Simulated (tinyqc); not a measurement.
Worked calculation: Ewald sum of point charges, fluorite lattice. Computed by tinyqc, a small Python program that keeps every step. Command: `OMP_NUM_THREADS=1 python tinyqc.py 26586 26587 out.jsonl` (the two numbers bound the seeds that draw the settings). One thread of a shared host (Intel(R) Xeon(R) Processor @ 2.60GHz), about 0.04 s of CPU time with the checks.

## Ewald sum with eta = 0.37 1/bohr

cell vectors (rows) (bohr):
```
[[0.0000, 5.2700, 5.2700],
 [5.2700, 0.0000, 5.2700],
 [5.2700, 5.2700, 0.0000]]
```

Charges:
```
q            f1      f2      f3
2.0000   0.0000  0.0000  0.0000
-1.0000  0.2500  0.2500  0.2500
-1.0000  0.7500  0.7500  0.7500
```

Real space: 1/2 sum q_i q_j erfc(eta r)/r over all images with r > 0; reciprocal space: (2 pi/V) sum_(G != 0) exp(-G^2/4 eta^2)/G^2 |S(G)|^2 with S(G) = sum q exp(i G.r); self term -eta/sqrt(pi) sum q^2; background -pi Q^2/(2 V eta^2), Q the total charge.

Real-space shells (first ones):
```
r (bohr)  pairs  sum (hartree)
4.5640       16        -0.0594
5.2700       12         0.0066
7.4529       36       4.65e-04
8.7393       48      -2.64e-05
9.1279       16       1.57e-06
10.5400      18       5.95e-08
11.4857      48      -7.75e-09
11.7841      48       1.43e-09
12.9088      72       7.99e-11
13.6919      64              0
14.9058      36              0
15.5889      96              0
```

Reciprocal shells (first ones that count):
```
G^2 (1/bohr^2)  vectors  sum (hartree)
1.0661                8         0.0920
1.4215                6         0.1081
3.9090               24       4.19e-04
4.2644                8       2.67e-04
6.7520               24       1.35e-06
7.1074               24       2.68e-06
9.5949               32       7.03e-09
```

## The total does not depend on eta

The same sums for other eta.

Totals (hartree per cell):
```
eta          real  reciprocal     self  background      total
0.3700    -0.0523      0.2008  -1.2525      0.0000  -1.104039
0.4560    -0.0106      0.4502  -1.5436      0.0000  -1.104039
0.6450  -1.08e-04      1.0795  -2.1834      0.0000  -1.104039
```

shortest distance = 4.5640 bohr

Madelung constant -E d / (formula units |q+ q-|) = 2.5194
